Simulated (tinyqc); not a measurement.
# p-n heterojunction, non-linear Poisson equation by Newton steps, Fermi-Dirac statistics, step by step

tinyqc, about 0.3 s, one thread, Intel Xeon 2.30GHz (shared host): `OMP_NUM_THREADS=1 python tinyqc.py 2040124 2040125 out.jsonl` Printed values are rounded; ~0 in a residual or rate marks an entry under 1e-11 of the largest of its column.

One dimension, material 1 (p-type) at x < 0 and material 2 (n-type) at x > 0. Band edges: Ec = -psi in material 1 and -psi + dEc in material 2, Ev = Ec - Eg. Flat quasi-Fermi levels: 0 for holes, +V for electrons. n = Nc F((EFn - Ec)/Vt), p = Nv F((Ev - EFp)/Vt), with F(eta) = F_1/2(eta) = (2/sqrt(pi)) int_0^infinity sqrt(u) du/(1 + exp(u - eta)) (Fermi-Dirac statistics); full ionisation, no interface charge, classical densities; the doping types are chosen for the exercise.

Parameters, values chosen for the exercise; band and dielectric values close to those of In0.53Ga0.47As and InAlAs:
```
symbol    value   unit                                          meaning
T           300      K                                      temperature
Eg1       0.733     eV                           band gap of material 1
er1        13.7                     relative permittivity of material 1
Nc1     2.06e17  cm^-3  conduction-band density of states of material 1
Nv1     7.57e18  cm^-3     valence-band density of states of material 1
Eg2        1.49     eV                           band gap of material 2
er2        12.2                     relative permittivity of material 2
Nc2     4.98e17  cm^-3  conduction-band density of states of material 2
Nv2     1.01e19  cm^-3     valence-band density of states of material 2
dEc        0.51     eV                 conduction-band offset Ec2 - Ec1
N1         5e15  cm^-3                   acceptor density of material 1
N2       1.4e17  cm^-3                      donor density of material 2
V             0      V                    bias of side 1 against side 2
```

Constants: q = 1.602176634e-19 C, kB = 1.380649e-23 J/K, Vt = kB T/q, eps0 = 8.8541878128e-14 F/cm where lengths are in cm. Results are converted to the units shown.

## Offsets and end potentials

dEv = Ev1 - Ev2 = Eg2 - Eg1 - dEc. Neutrality of the majority carriers far from the junction: Nv1 F((-psi_L - Eg1)/Vt) = N1 and Nc2 F((V + psi_R - dEc)/Vt) = N2. Total bending psi_R - psi_L.

dEv = 0.247 eV
psi_L = -0.5437045 V
psi_R = 0.4797544 V
psi_R - psi_L = 1.023459 V

The alignment is straddling (type I): dEc and dEv have the same sign.

## Permittivity of the intervals

| node | x (nm) |
|---|---|
| 0 | -1090 |
| 1 | -357 |
| 2 | -113 |
| 3 | -31.5 |
| 4 | -4.5 |
| 5 | 4.5 |
| 6 | 16.5 |
| 7 | 32.5 |
| 8 | 53.9 |
| 9 | 82.4 |
| 10 | 120 |
| 11 | 171 |

er1 or er2; the interface lies midway in its interval, which gets the series value 2 er1 er2/(er1 + er2).

| interval | eps_r |
|---|---|
| 0 | 13.7 |
| 1 | 13.7 |
| 2 | 13.7 |
| 3 | 13.7 |
| 4 | 12.90656 |
| 5 | 12.2 |
| 6 | 12.2 |
| 7 | 12.2 |
| 8 | 12.2 |
| 9 | 12.2 |
| 10 | 12.2 |

## Couplings between neighbouring nodes

a_i = eps0 eps_r/h_i for the interval from node i to i + 1, with h_i = x_(i+1) - x_i in cm.

| interval | coupling a_i (F/cm^2) |
|---|---|
| 0 | 1.654875e-8 |
| 1 | 4.971409e-8 |
| 2 | 1.488373e-7 |
| 3 | 4.492680e-7 |
| 4 | 1.269746e-6 |
| 5 | 9.001758e-7 |
| 6 | 6.751318e-7 |
| 7 | 5.047715e-7 |
| 8 | 3.790214e-7 |
| 9 | 2.872901e-7 |
| 10 | 2.118061e-7 |

## Starting potential

| node | material |
|---|---|
| 0 | 1 |
| 1 | 1 |
| 2 | 1 |
| 3 | 1 |
| 4 | 1 |
| 5 | 2 |
| 6 | 2 |
| 7 | 2 |
| 8 | 2 |
| 9 | 2 |
| 10 | 2 |
| 11 | 2 |

psi_L on the nodes of material 1 and psi_R on those of material 2.

| node | psi at the start (V) |
|---|---|
| 0 | -0.5437045 |
| 1 | -0.5437045 |
| 2 | -0.5437045 |
| 3 | -0.5437045 |
| 4 | -0.5437045 |
| 5 | 0.4797544 |
| 6 | 0.4797544 |
| 7 | 0.4797544 |
| 8 | 0.4797544 |
| 9 | 0.4797544 |
| 10 | 0.4797544 |
| 11 | 0.4797544 |

## Iteration 1: densities, residual and Jacobian diagonal

n_i = Nc F(a_n), a_n = (V - Ec_i)/Vt; p_i = Nv F(a_p), a_p = (Ec_i - Eg)/Vt; rho_i = p_i - n_i + C_i with C = -N1 or +N2; g_i = (Nc F'(a_n) + Nv F'(a_p))/Vt with F' = F_-1/2(eta) = (1/sqrt(pi)) int_0^infinity u^(-1/2) du/(1 + exp(u - eta)). Box widths w_i = (h_(i-1) + h_i)/2 in cm. Residual F_i = a_i (psi_(i+1) - psi_i) - a_(i-1) (psi_i - psi_(i-1)) + q rho_i w_i; Jacobian: a_(i-1) and a_i beside the diagonal, b_i = -a_(i-1) - a_i - q g_i w_i on it. The two end nodes are fixed.

| node | n (cm^-3) | p (cm^-3) |
|---|---|---|
| 0 | 1.513679e8 | 5e15 |
| 1 | 1.513679e8 | 5e15 |
| 2 | 1.513679e8 | 5e15 |
| 3 | 1.513679e8 | 5e15 |
| 4 | 1.513679e8 | 5e15 |
| 5 | 1.4e17 | 3.030590e-6 |
| 6 | 1.4e17 | 3.030590e-6 |
| 7 | 1.4e17 | 3.030590e-6 |
| 8 | 1.4e17 | 3.030590e-6 |
| 9 | 1.4e17 | 3.030590e-6 |
| 10 | 1.4e17 | 3.030590e-6 |
| 11 | 1.4e17 | 3.030590e-6 |

| node | residual F (C/cm^2) | diagonal b (F/cm^2) |
|---|---|---|
| 1 | -1.184701e-15 | -1.579648e-6 |
| 2 | -3.946981e-16 | -7.027549e-7 |
| 3 | -1.315660e-16 | -7.661732e-7 |
| 4 | 1.299533e-6 | -1.774778e-6 |
| 5 | -1.299533e-6 | -2.999173e-6 |
| 6 | ~0 | -2.680976e-6 |
| 7 | ~0 | -2.656760e-6 |
| 8 | ~0 | -2.854252e-6 |
| 9 | ~0 | -3.276479e-6 |
| 10 | ~0 | -3.997747e-6 |

## Iteration 1: Newton step

Solve the tridiagonal system a_(i-1) d_(i-1) + b_i d_i + a_i d_(i+1) = -F_i for nodes 1 to 10, with d = 0 on fixed nodes. Half of the step is added while the largest |d| exceeds 1.5 Vt, the full step after that.

| node | Newton step d, before damping (V) |
|---|---|
| 1 | 0.0031086 |
| 2 | 0.0987741 |
| 3 | 0.4653368 |
| 4 | 0.7608538 |
| 5 | -0.1246288 |
| 6 | -0.0448151 |
| 7 | -0.0117907 |
| 8 | -0.0021179 |
| 9 | -0.0002466 |
| 10 | -0.0000177 |

| node | psi after iteration 1 (V) |
|---|---|
| 0 | -0.5437045 |
| 1 | -0.5421502 |
| 2 | -0.4943174 |
| 3 | -0.3110361 |
| 4 | -0.1632776 |
| 5 | 0.4174400 |
| 6 | 0.4573468 |
| 7 | 0.4738590 |
| 8 | 0.4786954 |
| 9 | 0.4796311 |
| 10 | 0.4797455 |
| 11 | 0.4797544 |

## Iteration 2: densities, residual and Jacobian diagonal

As before.

| node | n (cm^-3) | p (cm^-3) |
|---|---|---|
| 0 | 1.513679e8 | 5e15 |
| 1 | 1.607476e8 | 4.708309e15 |
| 2 | 1.022586e9 | 7.402702e14 |
| 3 | 1.226563e12 | 6.171836e11 |
| 4 | 3.720888e14 | 2.033205e9 |
| 5 | 1.374214e16 | 3.375691e-5 |
| 6 | 6.216714e16 | 7.210363e-6 |
| 7 | 1.135502e17 | 3.806843e-6 |
| 8 | 1.348679e17 | 3.157308e-6 |
| 9 | 1.393935e17 | 3.045076e-6 |
| 10 | 1.399563e17 | 3.031629e-6 |
| 11 | 1.4e17 | 3.030590e-6 |

| node | residual F (C/cm^2) | diagonal b (F/cm^2) |
|---|---|---|
| 1 | 6.928370e-11 | -1.491379e-6 |
| 2 | 1.379370e-8 | -2.732157e-7 |
| 3 | 3.475764e-8 | -5.981673e-7 |
| 4 | 6.694314e-7 | -1.723162e-6 |
| 5 | -6.802005e-7 | -2.258484e-6 |
| 6 | -7.317016e-9 | -2.091976e-6 |
| 7 | -7.820677e-10 | -2.398275e-6 |
| 8 | -3.511305e-11 | -2.788239e-6 |
| 9 | -6.354487e-13 | -3.266175e-6 |
| 10 | -4.403033e-15 | -3.996753e-6 |

## Iteration 2: Newton step

As before.

| node | Newton step d, before damping (V) |
|---|---|
| 1 | 0.0113952 |
| 2 | 0.3404533 |
| 3 | 0.5284763 |
| 4 | 0.5134741 |
| 5 | -0.0173734 |
| 6 | -0.0122407 |
| 7 | -0.0039267 |
| 8 | -0.0007352 |
| 9 | -0.0000860 |
| 10 | -0.0000062 |

| node | psi after iteration 2 (V) |
|---|---|
| 0 | -0.5437045 |
| 1 | -0.5364526 |
| 2 | -0.3240908 |
| 3 | -0.0467979 |
| 4 | 0.0934594 |
| 5 | 0.4087533 |
| 6 | 0.4512265 |
| 7 | 0.4718957 |
| 8 | 0.4783278 |
| 9 | 0.4795881 |
| 10 | 0.4797424 |
| 11 | 0.4797544 |

## Course of the Newton iteration

Stop when the largest undamped |d| is below 1e-9 V, or after 80 iterations.

Course of the iteration:

| iteration | largest \|F\| (C/cm^2) | largest \|d\| (V) | at node |
|---|---|---|---|
| 1 | 1.30e-6 | 0.761 | 4 |
| 2 | 6.80e-7 | 0.528 | 3 |
| 3 | 3.40e-7 | 0.225 | 5 |
| 4 | 1.76e-7 | 0.148 | 5 |
| 5 | 8.79e-8 | 0.0841 | 5 |
| 6 | 4.39e-8 | 0.0462 | 5 |
| 7 | 2.20e-8 | 0.0246 | 5 |
| 8 | 1.46e-9 | 8.77e-4 | 7 |
| 9 | 7.67e-12 | 3.90e-6 | 7 |
| 10 | 2.28e-16 | 1.64e-10 | 3 |

Converged in 10 iterations. Once the step is below 0.1 Vt, 2 more iteration(s) reach the threshold: near the solution the error is roughly squared each time.

## Band edges, densities and displacement

| node | converged psi (V) |
|---|---|
| 0 | -0.5437045 |
| 1 | -0.5324975 |
| 2 | -0.2519107 |
| 3 | -0.0703825 |
| 4 | 0.0250292 |
| 5 | 0.1321259 |
| 6 | 0.2570278 |
| 7 | 0.3770597 |
| 8 | 0.4562290 |
| 9 | 0.4769145 |
| 10 | 0.4795497 |
| 11 | 0.4797544 |

Ec, Ev, n and p as defined; D = a_k (psi_(k+1) - psi_k) on the interval that holds the interface.

| node | Ec (eV) | Ev (eV) | n (cm^-3) | p (cm^-3) |
|---|---|---|---|---|
| 0 | 0.5437045 | -0.189296 | 1.513679e8 | 5e15 |
| 1 | 0.5324975 | -0.200502 | 2.335083e8 | 3.241433e15 |
| 2 | 0.2519107 | -0.481089 | 1.207661e13 | 6.268316e10 |
| 3 | 0.0703825 | -0.662618 | 1.323242e16 | 5.592572e7 |
| 4 | -0.0250292 | -0.758029 | 3.178948e17 | 1.395615e6 |
| 5 | 0.3778741 | -1.112126 | 2.234726e11 | 2.096177 |
| 6 | 0.2529722 | -1.237028 | 2.802048e13 | 0.01671738 |
| 7 | 0.1329403 | -1.357060 | 2.904253e15 | 1.609617e-4 |
| 8 | 0.0537710 | -1.436229 | 5.964284e16 | 7.528966e-6 |
| 9 | 0.0330855 | -1.456914 | 1.266234e17 | 3.382478e-6 |
| 10 | 0.0304503 | -1.459550 | 1.389944e17 | 3.054678e-6 |
| 11 | 0.0302456 | -1.459754 | 1.4e17 | 3.030590e-6 |

D = 135.9856 nC/cm^2

## Check against the first integral

Exact first integral: on each side D^2/(2 eps0 er) = G, G = q [Vt (nI_j - nI_b) + Vt (pI_j - pI_b) - C (psi_j - psi_b)], with C = -N1 or +N2, b the neutral end of that side, and nI, pI the densities with F_1/2 replaced by F_3/2(eta) = (4/(3 sqrt(pi))) int_0^infinity u^(3/2) du/(1 + exp(u - eta)). D is continuous, so er1 G1(psi_j) = er2 G2(psi_j) fixes psi_j. Ends from Nv1 F((-psi_L - Eg1)/Vt) = N1 and Nc2 F((V + psi_R - dEc)/Vt) = N2. D is counted positive when psi rises towards material 2.

psi_j = 0.07970998 V
D = 134.4290 nC/cm^2
psi_j - psi_L = 0.6234145 V
psi_R - psi_j = 0.4000444 V
Ec1 - EFn at the interface = -0.07970998 eV
Ec2 - EFn at the interface = 0.4302900 eV

Material 1 takes 60.9 % of the bending. The 12-node mesh gave D = 136.0 nC/cm^2, 1.2 % above the exact value in size.
